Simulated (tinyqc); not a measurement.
Strain-driven roughening and islands of a mismatched epitaxial film. Changing the ripple wavelength over the critical one. Computed by tinyqc, a small Python program. Command: `OMP_NUM_THREADS=1 python tinyqc.py 3021346 3021347 out.jsonl island sweep`. One thread of a shared host (Intel(R) Xeon(R) Processor @ 2.30GHz), about 0.01 s of CPU time with the checks.

Film and substrate share isotropic elastic constants; the film is coherent and biaxially strained.

Inputs (values chosen for the exercise, modelled on InAs on GaAs): misfit |f| = 0.0676; shear modulus G = 29.6 GPa; Poisson ratio nu = 0.3; surface energy gamma = 0.706 J/m^2; surface mobility D_s nu_s Omega^2/(k_B T) = 6.9e-32 m^6/(J s); initial ripple amplitude A0 = 0.29 nm.

Transport: surface diffusion.

Method. M = 2 G (1 + nu)/(1 - nu); stress = M f; energy density w = M f^2. A ripple A cos(k x) has the surface chemical potential per volume [gamma k^2 - 2 (1 + nu) w k] A cos(k x), so k_c = 2 (1 + nu) w/gamma. With surface diffusion the amplitude grows at the rate q = B k^2 [2 (1 + nu) w k - gamma k^2], fastest at k_m = (3/4) k_c. B is the surface mobility. Stress at the trough = stress x (1 + 2 k A).

One run for each value:
```
ripple wavelength over the critical one  q over the largest rate  k (1/nm)  stress concentration at A0
0.8                                                  -4.6296e+00    2.3128                      2.3414
1.0                                                  -1.8872e-10    1.8502                      2.0731
1.3                                                   9.9592e-01    1.4233                      1.8255
1.7                                                   7.9465e-01    1.0884                      1.6313
2.2                                                   4.8570e-01    0.8410                      1.4878
2.9                                                   2.5471e-01    0.6380                      1.3700
3.7                                                   1.3659e-01    0.5001                      1.2900
4.8                                                   6.7873e-02    0.3855                      1.2236
6.2                                                   3.3367e-02    0.2984                      1.1731
8.0                                                   1.6204e-02    0.2313                      1.1341
```

Over the rows, q over the largest rate goes from -4.63 through a maximum among these rows, 0.996 at 1.30, to 0.0162; k (1/nm) falls from 2.31 to 0.231 (exponent d ln y / d ln x about -1.0 throughout); stress concentration at A0 falls from 2.34 to 1.13 (exponent d ln y / d ln x -0.55 between the first rows and -0.13 between the last). The rate is negative below the critical wavelength, where surface energy wins, and falls again at long wavelength, as k^3, since atoms must diffuse farther.

Caution (all rows): a wavelength of a few nanometres is at the limit of continuum theory, where steps and facets rule. Caution (rows 0.800, 1.00, 1.30, 1.70, 2.20): k A0 is not small, so the linear theory of the ripple is rough.

Extremes, crossings and ranges named in words are read from the listed rows.
